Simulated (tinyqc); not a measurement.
Free and trapped electrons in a MOS channel with a dense trap tail: one step of the calculation.

p-type body, charge-sheet picture, full ionisation (an idealisation for deep acceptors), Boltzmann statistics for free electrons. e = Ec - EF at the surface. Acceptor-like traps of density D(E) = D0 + De exp(-E/Ew) at depth E below Ec, from 0 to Eu, hold n_t = integral of D(E)/(1 + exp((e - E)/Vt)). psi = Eg - Vt ln(Nv/Na) - e; N_dep = sqrt(2 eps0 eps_r Na (psi - Vt)/q); n_f = sqrt(N_dep^2 + 2 eps0 eps_r Vt Nc exp(-e/Vt)/q) - N_dep; Vg = Vfb + psi + q (N_dep + n_t + n_f)/Cox, Cox = eps0 eox/tox.

Question. Trapped charge. Trapezoid rule on 13 equal steps from 0 to Eu, f = 1/(1 + exp((e - E)/Vt)).

Inputs (values chosen for the exercise); band and dielectric values close to those of 4H silicon carbide:
```
symbol,value,unit,meaning
T,300,K,temperature
D0,7.6e10,cm^-2 eV^-1,constant background density of acceptor-like traps
De,4.3e12,cm^-2 eV^-1,density of the tail at the conduction edge
Ew,0.07,eV,decay energy of the tail
Eu,0.55,eV,depth below Ec down to which the traps reach
e,0.14,eV,Ec - EF at the surface
```

Constants: q = 1.602176634e-19 C, kB = 1.380649e-23 J/K, Vt = kB T/q. Results are converted to the units shown.

Find: E; D(E) f; n_t.

Answer.

```
point    E (eV)  D(E) f (cm^-2 eV^-1)
0             0             1.9376e10
1      0.042308             5.4180e10
2      0.084615             1.4284e11
3       0.12692             2.9246e11
4       0.16923             3.4721e11
5       0.21154             2.6856e11
6       0.25385             1.8813e11
7       0.29615             1.3820e11
8       0.33846             1.1011e11
9       0.38077             9.4659e10
10      0.42308             8.6199e10
11      0.46538             8.1573e10
12      0.50769             7.9045e10
13      0.55000             7.7664e10
```

n_t = 8.1725e10 cm^-2

Numbers from tinyqc (`OMP_NUM_THREADS=1 python tinyqc.py 2222108 2222109 out.jsonl`; about 0.03 s on one thread of a shared Intel Xeon 2.30GHz).
